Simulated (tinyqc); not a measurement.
Single-domain magnet: Stoner-Wohlfarth switching, Neel-Arrhenius retention, LLG dynamics and spin torque: one step, computed by the program tinyqc.

The moment is uniform, with unit vector m; z is the easy axis. mu_0 = 1.25663706212e-6 T m/A, gamma = 1.76085963023e11 rad/(s T).

Problem. Barrier in a tilted field. Energy over K_eff V: e(theta) = sin^2(theta) + 2 h cos(theta - psi) for m at the angle theta from +z and a field that points at psi from -z (it pulls m away from +z towards negative theta); h_sw = (cos^(2/3) psi + sin^(2/3) psi)^(-3/2). The metastable minimum and the saddle are the two roots of e'(theta) = sin(2 theta) - 2 h sin(theta - psi) on either side of theta_c = -arctan(tan^(1/3) psi).

Inputs (values chosen for the exercise, for a model magnet): temperature T = 77 K; field angle psi from the easy axis = 45 degrees; reversing field h = H/H_K = 0.092.

Shape: prolate spheroid, easy axis along it.

stability factor Delta = 99.30860

Give: switching field h_sw; minimum theta; saddle theta; barrier / (K_eff V); barrier / (k_B T).

Solution.

switching field h_sw = 0.5

minimum theta = -3.991 degrees

saddle theta = -86.01 degrees

barrier / (K_eff V) = 0.7488

barrier / (k_B T) = 74.37

The form (1 - h/h_sw)^n reproduces this barrier with n = 1.422; n is 2 for a field on the axis, and the approach to h_sw has the exponent 3/2 off the axis.
